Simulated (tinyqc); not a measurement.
From results back to parameters: Shockley-Read-Hall recombination through one deep level. Three cases, with inputs chosen for the exercise.

Problem. Deep-level transient spectroscopy: the emission rate is en = gam sigma T^2 exp(-dE/kB T), dE = Ec - Et. Two rates were computed from hidden dE and sigma.

Constants: kB = 8.617333262e-05 eV/K.

Find: ln(en/T^2) at T1 and T2; dE; sigma.

Method. ln(en/T^2) against 1/T is a line of slope -dE/kB and intercept ln(gam sigma); plotting ln en alone would overstate dE by about 2 kB T.

Case 1.

Values chosen (out of a larger set: gap and densities of states near those of InP at this temperature; not measured data): gam = 1.8e+20 1/(cm^2 s K^2) (vth Nc/T^2, which does not depend on T); T1 = 240 K; T2 = 275 K.

en(T1) = 10.6246 1/s
en(T2) = 297.059 1/s

Solution.

ln(en/T^2) at T1 and T2: -8.5981  -5.5396

dE = 0.497 eV
sigma = 2.8e-14 cm^2

Case 2.

Values chosen (out of a larger set: gap and densities of states near those of Si at this temperature; not measured data): gam = 6.1e+21 1/(cm^2 s K^2) (vth Nc/T^2, which does not depend on T); T1 = 160 K; T2 = 182 K.

en(T1) = 8.81364 1/s
en(T2) = 205.845 1/s

Solution.

ln(en/T^2) at T1 and T2: -7.9740  -5.0809

dE = 0.330 eV
sigma = 1.4e-15 cm^2

Case 3.

Values chosen (out of a larger set: gap and densities of states near those of Si at this temperature; not measured data): gam = 8.3e+21 1/(cm^2 s K^2) (vth Nc/T^2, which does not depend on T); T1 = 187 K; T2 = 213 K.

en(T1) = 172.142 1/s
en(T2) = 4157.28 1/s

Solution.

ln(en/T^2) at T1 and T2: -5.3139  -2.3900

dE = 0.386 eV
sigma = 1.5e-14 cm^2

Computed by tinyqc, one run a case: `OMP_NUM_THREADS=1 python tinyqc.py N N+1 out.jsonl` with N = 1651521, 1651546, 1651598; one thread of a shared Intel(R) Xeon(R) Processor @ 2.30GHz, about 0.01 s a run at most.
